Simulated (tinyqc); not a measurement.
Elastic strain and critical thickness of a cubic alloy layer A(1-x)B(x) on a thick substrate: one step, computed by the program tinyqc.

Strain is positive in tension. The layer is coherent with the substrate unless said otherwise.

Task: Biaxial strain, stress and energy. (111): D = 2 (C11 + 2 C12 - 2 C44)/(C11 + 2 C12 + 4 C44), M = 6 C44 (C11 + 2 C12)/(C11 + 2 C12 + 4 C44). The free surface carries no normal stress, so e_perp = -D f; dV/V = 2 f + e_perp; stress = M f; energy per area = M f^2 h (1 GPa nm = 1 J/m^2).

Inputs (values chosen for the exercise, for a model alloy): layer thickness h = 77 nm.

Growth plane: (111).

elastic constants (GPa): C11 123.1760, C12 55.2468, C44 65.3448

misfit f = 0.02755170

Give: ratio D; normal strain e_perp; volume strain dV/V; biaxial modulus M; in-plane stress; strain energy per area.

Result:

ratio D = 0.4160

normal strain e_perp = -0.01146

volume strain dV/V = 0.04364

biaxial modulus M = 185.1 GPa

in-plane stress = 5.099 GPa

strain energy per area = 10.82 J/m^2

Caution: above about 2 % misfit, linear elasticity is rough and compressed layers tend to form islands before dislocations.
